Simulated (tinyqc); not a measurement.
Weaire-Thorpe hybrids on a Bethe lattice: gap and dangling bond of an amorphous tetrahedral solid, step by step. Values are carried at full precision from step to step, so a last printed digit may differ when a step is redone from the rounded ones.

Four sp3 hybrids an atom at energy 0, coupled by -V1 on the atom and by -V2 along a bond; the bonds form a tree (no rings). For any network the gap runs at least from -V2 + V1 to V2 - 3 V1, and p-like states pile up at -V2 + V1 and V2 + V1. On the tree the gap is wider: it ends at Ec = -V1 + sqrt(V2^2 + 4 V1^2 - 2 sqrt3 V1 V2), which makes it well wider than the gaps of the real glasses. A branch seen from a hybrid has the self-energy S = V2^2 g, where g is the Green function of the hybrid across the bond, whose three partners carry S themselves. With a = z - V1, b = a - S: g = 1/(a + V1 b/(b + 3 V1)), z = E + i eta. A full atom has G = (1/b)(b + 3 V1)/(b + 4 V1) per hybrid; a dangling hybrid with shift dh has G = 1/(1/g - dh).

Values chosen for the exercise (of the size of tabulated hybrid energies for amorphous silicon; the results hold for these values, not for the real material): V1 = 1.78 eV (coupling of two hybrids on one atom); V2 = 4.51 eV (coupling of the two hybrids of a bond); E = -5.4 eV (energy); eta = 0.02 eV (broadening); dh = 0.31 eV (shift of the dangling hybrid (rehybridisation)).

## Edges

Bounds -V2 + V1 and V2 - 3 V1. On the tree the s-like bands are narrower: E = -V1 -/+ sqrt(V2^2 + 4 V1^2 + V1 V2 e) with e from -2 sqrt3 to 2 sqrt3 (for a crystal, -4 to 4), so the conduction edge is -V1 + sqrt(V2^2 + 4 V1^2 - 2 sqrt3 V1 V2).

edges (eV): Ev -2.7300, Ec(bound) -0.8300, Ec(tree) 0.5014

gaps (eV): (bound, reached in the crystal) 1.9000, (tree) 3.2314

The gap needs no periodicity, only V2 > 2 V1 (here V2/V1 = 2.534); leaving out rings widens it by 1.331 eV. Two parameters give the trend, not the value.

## The self-energy at one energy

S = V2^2 g is a quadratic A S^2 + B S + C = 0 with A = a + V1, B = -(a (a + 4 V1) + V2^2), C = V2^2 (a + 3 V1), a = z - V1. Of the two roots take the one with Im S < 0 (if both qualify, the decaying one, with the smaller |V1 V2 g/(b + 3 V1)|).

A, B, C: -5.4000+0.0200i  -20.7705+0.1448i  -37.4258+0.4068i

roots (eV): -1.9161+1.8041i  -1.9303-1.7915i

S = -1.9303-1.7915i eV

## Densities at that energy

With z = E + i eta, b = z - V1 - S: full atom G = (b + 3 V1)/(b (b + 4 V1)); g = S/V2^2; dangling hybrid 1/(1/g - dh); densities -Im G/pi.

G (1/eV): (bulk) -0.0587-0.1109i, (dangling with dh = 0) -0.0949-0.0881i, (dangling with dh) -0.0944-0.0831i
densities (1/eV): (bulk) 0.0353, (dangling with dh = 0) 0.0280, (dangling with dh) 0.0264

## The dangling-bond level

For eta = 0 the level solves 1/g(E) = dh inside the gap (bisection); its weight on the dangling hybrid is 1/(d(1/g)/dE), by central differences with step 1e-5 eV.

level = 0.1564 eV
above Ev = 2.8864 eV
weight on the dangling hybrid = 0.474

The level lies at 89 % of the gap of the tree; 53 % of it spreads over the back bonds.

## Checks

- Conduction edge from the formula against the zero of the discriminant: both 0.501356.
- S from the quadratic against damped iteration of S = V2^2 g: both -1.930307.

(tinyqc, `OMP_NUM_THREADS=1 python tinyqc.py 1451610 1451611 out.jsonl`, Intel(R) Xeon(R) Processor @ 2.30GHz, 1 thread, shared host, about 0.02 s.)
